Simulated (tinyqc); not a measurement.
Thin (001) film in sp3s* tight binding with raised dangling bonds, step by step. Values are carried at full precision from step to step, so a last printed digit may differ when a step is redone from the rounded ones.

sp3s* tight binding, nearest neighbours only: anion (a) at 0, cation (c) at a/4 (1,1,1), orbitals s, px, py, pz, s* on each; k in units of 2 pi/a. With phases e_j = exp(i (pi/2) k.n_j) for n = (1,1,1), (1,-1,-1), (-1,1,-1), (-1,-1,1): g0 = (e1+e2+e3+e4)/4, g1 = (e1+e2-e3-e4)/4, g2 = (e1-e2+e3-e4)/4, g3 = (e1-e2-e3+e4)/4. The diagonal holds the levels Esa, Epa, Exa (s*) and Esc, Epc, Exc. Anion-cation block: <sa|sc> = Vss g0; <sa|xc> = Vsapc g1; <xa|sc> = -Vscpa g1; <xa|xc> = Vxx g0; <xa|yc> = <ya|xc> = Vxy g3, <xa|zc> = <za|xc> = Vxy g2, <ya|zc> = <za|yc> = Vxy g1; <s*a|xc> = Vxapc g1; <xa|s*c> = -Vpaxc g1; y and z take g2 and g3 in place of g1; s-s* and s*-s* vanish.

Parameters, chosen for this exercise (out of a larger set: near a published set for Si, fitted to gaps, whose masses and valley positions are rough; not measured data):
- p = (-4.224, 1.696, -4.224, 1.696, 6.62, 6.62, -8.227, 1.704, 4.543, 5.764, 5.764, 5.423, 5.423) eV (order Esa, Epa, Esc, Epc, Exa, Exc, Vss, Vxx, Vxy, Vsapc, Vscpa, Vxapc, Vpaxc)
- N = 4 (atomic planes in the small film)
- dl = 10 eV (shift of the dangling hybrids)

## Bulk edges along [001]

Gap at Gamma and minimum on (0,0,kz), kz from 0.5 to 1, from the bulk Ev. States at zero in-plane momentum come from this line alone.

edges (eV): Gamma 3.4080, Delta 1.1266

kz of the minimum = 0.7295 2 pi/a

## The two blocks of the small film

Planes alternate anion (a), cation (c) along [001], a/4 apart, starting with an anion; zero in-plane momentum; levels counted from the bulk Ev, the lower root of [[Epa, Vxx], [Vxx, Epc]]; no spin-orbit coupling. Block of s, pz, s*: from an anion to the cation above, Vss/2 (s,s), Vsapc/2 (s,z), -Vscpa/2 (z,s), Vxx/2 (z,z), Vxapc/2 (s*,z), -Vpaxc/2 (z,s*); to the cation below the same with the s-z and s*-z signs reversed. Block of u = (px + py)/sqrt2 and v = (px - py)/sqrt2: to the cation above (Vxx + Vxy)/2 for u and (Vxx - Vxy)/2 for v, to the cation below the reverse. Each surface atom has two dangling sp3 hybrids; raising both by dl adds (dl/2) [[1, t], [t, 1]] to its s, pz levels (t = -1 at the bottom face, +1 at the top) and dl to the one of u, v in whose plane the missing bonds lie (v for a bottom anion or a top cation, u for a top anion).

Fill them in.

s, pz, s* block (eV), lower triangle:
```
,sa1,za1,*a1,sc2,zc2,*c2,sa3,za3,*a3,sc4,zc4,*c4
sa1,0.784
za1,-5.000,6.704
*a1,0,0,6.628
sc2,-4.114,-2.882,0,-4.216
zc2,2.882,0.852,2.712,0,1.704
*c2,0,-2.712,0,0,0,6.628
sa3,0,0,0,-4.114,-2.882,0,-4.216
za3,0,0,0,2.882,0.852,2.712,0,1.704
*a3,0,0,0,0,-2.712,0,0,0,6.628
sc4,0,0,0,0,0,0,-4.114,-2.882,0,0.784
zc4,0,0,0,0,0,0,2.882,0.852,2.712,5.000,6.704
*c4,0,0,0,0,0,0,0,-2.712,0,0,0,6.628
```

u, v block (eV), lower triangle:
```
,ua1,va1,uc2,vc2,ua3,va3,uc4,vc4
ua1,1.704
va1,0,11.704
uc2,3.123,0,1.704
vc2,0,-1.419,0,1.704
ua3,0,0,-1.419,0,1.704
va3,0,0,0,3.123,0,1.704
uc4,0,0,0,0,3.123,0,1.704
vc4,0,0,0,0,0,-1.419,0,11.704
```

## Levels of the small film

Diagonalise both blocks.

levels of the s, pz, s* block (eV): -11.281  -8.148  -3.646  1.996  2.225  3.775  5.825  6.128  8.197  8.720  11.121  11.552

levels of the u, v block (eV): -2.209  -1.571  -0.789  4.197  4.546  5.617  11.856  11.986

No level lies between 0 and the bulk edge 1.127 eV; confinement has widened the gap at zero in-plane momentum to 2.786 eV.

## Checks

- Lowest conduction level of 201 planes, with the dangling hybrids shifted far away, against the bulk edge: both 1.127.

tinyqc: `OMP_NUM_THREADS=1 python tinyqc.py 1481289 1481290 out.jsonl`; about 0.4 s, one thread, shared Intel(R) Xeon(R) Processor @ 2.30GHz.
